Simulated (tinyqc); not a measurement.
LDA (PW92) atom on a uniform radial grid, spin-unpolarised, for Ne(2+), step by step. Computed by tinyqc, a small Python program that keeps every step. Settings: Z = 10, points = 256, R = 4.6, functional = lda,pw, mixing = 1.0, iteration cap = 86. Command: `OMP_NUM_THREADS=1 python tinyqc.py 22092 22093 out.jsonl` (the two numbers bound the seeds that draw the settings). One thread of a shared host (Intel(R) Xeon(R) Processor @ 2.60GHz), about 1 s of CPU time with the checks. Later iterations appear only in the table of the cycle.

## Iteration 1

Spherical atom on a uniform radial grid r_j = j h with h = R/(N + 1), h sum u^2 = 1 and integrals as h times sums, u(0) = u(R) = 0 (atomic units):
```
parameter           value
Z                      10
points N              256
R                4.600000
h                0.017899
mixing           1.000000
electrons in 1s         2
electrons in 2s         2
electrons in 2p         4
```

Three-point differences turn -u''/2 + [l(l+1)/2r^2 - Z/r + V] u = e u into a tridiagonal matrix (diagonal 1/h^2 + potential, off-diagonal -1/2h^2). D = sum f u^2; the Hartree potential y/r solves y'' = -D/r with y(0) = 0, y(R) = N_e; v_xc comes from rho = D/(4 pi r^2); E = sum f e - int D V + int D (V_H/2 + eps_xc); V(new) = V + mixing (V_H + v_xc - V).

eigenvalues (hartree): [-49.6058, -12.4751, -12.5084]

Every 16th grid point:
```
r         V in     u(1s)      u(2s)     u(2p)         D      V_H       v_xc
0.2864  0.0000    1.0408    -0.6544    1.2660    9.4343  19.6881    -2.1593
0.5728  0.0000    0.1206    -1.3614    1.2073    9.5664  13.0622    -1.3906
0.8591  0.0000    0.0105    -0.8649    0.6481    3.1768   9.2208    -0.7594
1.1455  0.0000    0.0008    -0.3960    0.2750    0.6162   6.9755    -0.3824
1.4319  0.0000  5.86e-05    -0.1544    0.1026    0.0898   5.5863    -0.1864
1.7183  0.0000  4.07e-06    -0.0546    0.0353    0.0109   4.6557    -0.0891
2.0047  0.0000  2.75e-07    -0.0181    0.0115    0.0012   3.9907    -0.0417
2.2911  0.0000  1.82e-08    -0.0057    0.0036  1.17e-04   3.4918    -0.0190
2.5774  0.0000  1.19e-09    -0.0018    0.0011  1.09e-05   3.1039    -0.0084
2.8638  0.0000  7.63e-11    -0.0005  3.18e-04  9.55e-07   2.7935    -0.0037
3.1502  0.0000         0  -1.53e-04  9.20e-05  8.06e-08   2.5395    -0.0016
3.4366  0.0000         0  -4.38e-05  2.61e-05  6.57e-09   2.3279    -0.0007
3.7230  0.0000         0  -1.23e-05  7.32e-06  5.19e-10   2.1488  -2.69e-04
4.0093  0.0000         0  -3.43e-06  2.02e-06  3.98e-11   1.9953  -1.10e-04
4.2957  0.0000         0  -8.88e-07  5.21e-07         0   1.8623  -4.28e-05
4.5821  0.0000         0  -3.88e-08  2.27e-08         0   1.7459     0.0000
```

total energy = -116.823103 hartree

## Iteration 2

As before.

eigenvalues (hartree): [-27.4407, -1.7924, -0.9619]

Every 16th grid point:
```
r          V in     u(1s)      u(2s)   u(2p)         D      V_H     v_xc
0.2864  17.5288    1.1403    -0.2205  0.4583    3.5382  13.6106  -1.5759
0.5728  11.6716    0.1896    -0.8996  0.7629    4.0184   9.7072  -1.0556
0.8591   8.4614    0.0264    -0.9967  0.8415    4.8210   7.7433  -0.8656
1.1455   6.5932    0.0035    -0.8515  0.7982    3.9990   6.3632  -0.6817
1.4319   5.3999  4.47e-04    -0.6494  0.6988    2.7966   5.3321  -0.5309
1.7183   4.5666  5.65e-05    -0.4654  0.5824    1.7898   4.5489  -0.4135
2.0047   3.9490  7.08e-06    -0.3210  0.4696    1.0880   3.9456  -0.3232
2.2911   3.4728  8.81e-07    -0.2156  0.3695    0.6391   3.4729  -0.2536
2.5774   3.0954  1.09e-07    -0.1421  0.2849    0.3651   3.0961  -0.1995
2.8638   2.7898  1.35e-08    -0.0923  0.2156    0.2030   2.7904  -0.1571
3.1502   2.5380  1.66e-09    -0.0590  0.1597    0.1090   2.5384  -0.1232
3.4366   2.3272  2.04e-10    -0.0371  0.1150    0.0557   2.3275  -0.0958
3.7230   2.1486  2.50e-11    -0.0227  0.0791    0.0260   2.1487  -0.0728
4.0093   1.9952         0    -0.0129  0.0496    0.0102   1.9953  -0.0525
4.2957   1.8623         0    -0.0060  0.0244    0.0025   1.8623  -0.0328
4.5821   1.7459         0  -3.37e-04  0.0014  8.19e-06   1.7459  -0.0054
```

total energy = -122.502834 hartree

## Iteration 3

As before.

eigenvalues (hartree): [-34.3773, -3.9242, -3.2338]

Every 16th grid point:
```
r          V in     u(1s)      u(2s)     u(2p)         D      V_H       v_xc
0.2864  12.0348    1.1073    -0.4047    0.9164    6.1389  17.1529    -1.8804
0.5728   8.6515    0.1600    -1.1974    1.1640    8.3386  11.9868    -1.3310
0.8591   6.8777    0.0183    -1.0275    0.9007    5.3571   8.9135    -0.8948
1.1455   5.6815    0.0019    -0.6666    0.5833    2.2497   6.9026    -0.5699
1.4319   4.8011  1.96e-04    -0.3841    0.3473    0.7776   5.5703    -0.3582
1.7183   4.1355  1.95e-05    -0.2078    0.1974    0.2422   4.6523    -0.2251
2.0047   3.6224  1.91e-06    -0.1082    0.1089    0.0708   3.9900    -0.1419
2.2911   3.2193  1.86e-07    -0.0549    0.0589    0.0199   3.4917    -0.0897
2.5774   2.8965  1.79e-08    -0.0273    0.0313    0.0054   3.1038    -0.0567
2.8638   2.6333  1.73e-09    -0.0134    0.0165    0.0014   2.7935    -0.0357
3.1502   2.4152  1.65e-10    -0.0065    0.0086  3.80e-04   2.5395    -0.0224
3.4366   2.2318  1.58e-11    -0.0031    0.0044  9.79e-05   2.3279    -0.0140
3.7230   2.0760         0    -0.0015    0.0022  2.46e-05   2.1488    -0.0087
4.0093   1.9428         0    -0.0007    0.0011  5.71e-06   1.9953    -0.0052
4.2957   1.8295         0  -2.69e-04  4.52e-04  9.61e-07   1.8623    -0.0028
4.5821   1.7405         0  -1.42e-05  2.44e-05  2.79e-09   1.7459  -4.07e-04
```

total energy = -124.310612 hartree

## Convergence

Stop when input and output potentials agree to 1e-7.

Course of the cycle (hartree):
```
iteration            E     e(1s)     e(2s)     e(2p)  largest |V(out) - V(in)|
1          -116.823103  -49.6058  -12.4751  -12.5084                  2.68e+01
2          -122.502834  -27.4407   -1.7924   -0.9619                  8.40e+00
3          -124.310612  -34.3773   -3.9242   -3.2338                  4.45e+00
4          -124.758402  -30.5084   -2.4223   -1.5762                  2.41e+00
5          -124.926388  -32.5946   -3.1347   -2.3545                  1.43e+00
6          -124.980114  -31.3476   -2.6809   -1.8539                  8.32e-01
7          -124.999548  -32.0696   -2.9334   -2.1311                  4.94e-01
8          -125.006148  -31.6401   -2.7798   -1.9619                  2.90e-01
9          -125.008483  -31.8923   -2.8688   -2.0598                  1.72e-01
10         -125.009290  -31.7429   -2.8157   -2.0013                  1.01e-01
11         -125.009573  -31.8309   -2.8468   -2.0356                  5.99e-02
...                ...       ...       ...       ...                       ...
27         -125.009724  -31.7982   -2.8352   -2.0228                  1.31e-05
28         -125.009724  -31.7982   -2.8352   -2.0228                  7.74e-06
29         -125.009724  -31.7982   -2.8352   -2.0228                  4.57e-06
30         -125.009724  -31.7982   -2.8352   -2.0228                  2.70e-06
31         -125.009724  -31.7982   -2.8352   -2.0228                  1.60e-06
32         -125.009724  -31.7982   -2.8352   -2.0228                  9.42e-07
33         -125.009724  -31.7982   -2.8352   -2.0228                  5.56e-07
34         -125.009724  -31.7982   -2.8352   -2.0228                  3.29e-07
35         -125.009724  -31.7982   -2.8352   -2.0228                  1.94e-07
36         -125.009724  -31.7982   -2.8352   -2.0228                  1.15e-07
37         -125.009724  -31.7982   -2.8352   -2.0228                  6.77e-08
```

Converged in 37 iterations. A uniform grid resolves the cusp poorly: for a bare nucleus this grid gives 1s at -49.60583 against -Z^2/2 = -50 hartree. Before convergence this energy mixes input and output and is not variational, so it may rise towards its limit.
